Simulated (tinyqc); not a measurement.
What each parameter does: cyclotron resonance of ellipsoidal valleys, Ge type.

Valleys along [111], [-111], [1-11], [11-1], mass ml along the axis and mt across it. B lies in the (1-10) plane, b = (sin(theta)/sqrt2, sin(theta)/sqrt2, cos(theta)). For the angle phi between B and the axis, 1/mc^2 = cos^2(phi)/mt^2 + sin^2(phi)/(mt ml). Resonance: h nu = 2 muB B/mc, h = 2 pi hbar.

Constants: hbar = 6.58211957e-16 eV s; muB = 5.788381798e-05 eV/T.

Values chosen for the exercise (near those of Ge; the results hold for these values, not for the real material): ml = 1.668 m0 (longitudinal mass); mt = 0.081 m0 (transverse mass); theta = 54 degrees (angle of B from [001] towards [110]); nu = 35 GHz (microwave frequency).

Resonance fields B = h nu mc/(2 muB) of the valleys [111], [-111] and [11-1].

One parameter was then changed.

Results before and after:

| case | [111] (T) | [-111] (T) | [11-1] (T) |
|---|---|---|---|
| base | 0.1013 | 0.2547 | 0.2644 |
| changed | 0.1016 | 0.2390 | 0.3052 |

Which of these changes was made? (a) nu = 38.5 GHz; (b) mt = 0.089 m0; (c) theta = 50 degrees; (d) ml = 1.918 m0.

Answer: (c) theta = 50 degrees. Of the candidates, run in turn, only this one gives the changed row.

All candidates:

| case | [111] (T) | [-111] (T) | [11-1] (T) |
|---|---|---|---|
| base | 0.1013 | 0.2547 | 0.2644 |
| ml = 1.918 m0 | 0.1013 | 0.2593 | 0.2697 |
| mt = 0.089 m0 | 0.1113 | 0.2762 | 0.2863 |
| theta = 50 degrees | 0.1016 | 0.2390 | 0.3052 |
| nu = 38.5 GHz | 0.1114 | 0.2802 | 0.2908 |

Computed by tinyqc, a small Python program: `OMP_NUM_THREADS=1 python tinyqc.py 1251261 1251262 out.jsonl` (the numbers bound the seed that draws the inputs); one thread of a shared host (Intel(R) Xeon(R) Processor @ 2.30GHz), about 0.01 s for the whole set of steps.
